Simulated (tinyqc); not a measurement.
# Changing the bond stretching alpha

Model: Keating valence-force model of a tetrahedral crystal. Computed by tinyqc, a small Python program. Command: `OMP_NUM_THREADS=1 python tinyqc.py 3008995 3008996 out.jsonl keating sweep`. One thread of a shared host (Intel(R) Xeon(R) Processor @ 2.30GHz), about 0.02 s of CPU time with the checks.

Atom A sits at 0 and atom B at a/4 (1,1,1) of an fcc lattice; the four bonds from A are t = a/4 (1,1,1), a/4 (1,-1,-1), a/4 (-1,1,-1), a/4 (-1,-1,1), of length d = sqrt(3) a/4. Energy: E = (3 alpha/(8 d^2)) sum over bonds (r.r - d^2)^2 + (3 beta/(8 d^2)) sum over pairs of bonds at one atom (r_i.r_j + d^2/3)^2, with beta_A for the six pairs at A and beta_B for the six at B. The cell holds two atoms, Omega = a^3/4. 1 N/m = 1 J/m^2.

Inputs (values chosen for the exercise, for a model crystal):
```
quantity,value,unit
lattice constant a,4.785,angstrom
mass M_A,54.8,u
mass M_B,94.6,u
bond bending beta_A,22.3,N/m
bond bending beta_B,22.3,N/m
```

Structure: zinc blende.

Constants: nu for 1 eV/(angstrom^2 u) = 15.6333042 THz; 1 eV/angstrom^2 = 16.02176634 J/m^2; 1 THz = 33.35640952 1/cm.

Method:
- beta = (beta_A + beta_B)/2; C11 = (alpha + 3 beta)/a, C12 = (alpha - beta)/a, C44 = 4 alpha beta/(a (alpha + beta)); with the two sublattices clamped C44(0) = (alpha + beta)/a; internal-strain parameter zeta = (alpha - beta)/(alpha + beta); B = (C11 + 2 C12)/3.
- beta = (beta_A + beta_B)/2; mu = M_A M_B/(M_A + M_B); lambda = 4 (alpha + beta)/mu with the springs in eV/angstrom^2; nu = 15.6333042 THz x sqrt(lambda).
- With displacements u exp(i q.r), each bracket changes by g.u, where g = (g_A, g_B): bond t, g = (-2 t, 2 t exp(i q.t)); pair (i, j) at A, g = (-(t_i + t_j), t_i exp(i q.t_j) + t_j exp(i q.t_i)); pair at B, g = (-t_i exp(-i q.t_j) - t_j exp(-i q.t_i), t_i + t_j). Then D_mn = sum over the 4 bonds and 12 pairs of (4 k/a^2) conj(g_m) g_n / sqrt(M_m M_n), with k = alpha or beta converted to eV/angstrom^2. Only the short-range forces enter; the Coulomb field of the charges is left out.
- An eigenvalue lambda of D in eV/(angstrom^2 u) gives nu = 15.6333042 THz x sqrt(lambda).
- Take the lowest frequency at X = (1, 0, 0) 2 pi/a, the transverse acoustic (TA) mode.

One run for each value:
```
bond stretching alpha (N/m),nu_TO at G (THz),bulk modulus B (GPa),C44 (GPa),TA frequency at X (THz),internal-strain parameter zeta
48.3,11.142,116.48,127.53,5.8758,0.36827
58.9,11.949,138.63,135.22,5.9169,0.45074
71.8,12.864,165.59,142.24,5.9455,0.52604
87.5,13.895,198.40,148.56,5.9660,0.59381
107.0,15.079,239.15,154.27,5.9814,0.65507
130.0,16.365,287.22,159.12,5.9927,0.70716
158.0,17.806,345.73,163.36,6.0013,0.75263
193.0,19.458,418.88,167.11,6.0083,0.79285
```

Over the rows, nu_TO at G (THz) rises from 11.1 to 19.5 (exponent d ln y / d ln x 0.35 between the first rows and 0.44 between the last); bulk modulus B (GPa) rises from 116 to 419 (exponent d ln y / d ln x 0.88 between the first rows and 0.96 between the last); C44 (GPa) rises from 128 to 167 (exponent d ln y / d ln x 0.29 between the first rows and 0.11 between the last); TA frequency at X (THz) rises from 5.88 to 6.01 (exponent d ln y / d ln x 0.035 between the first rows and 0.0058 between the last); internal-strain parameter zeta rises from 0.368 to 0.793 (exponent d ln y / d ln x 1.0 between the first rows and 0.26 between the last). B = (alpha + beta/3)/a and the optical mode follow the bond stretching; C44 needs the angles to bend and saturates towards 4 beta/a, and zeta tends to 1 as bonds become rigid.

Extremes, crossings and ranges named in words are read from the listed rows.
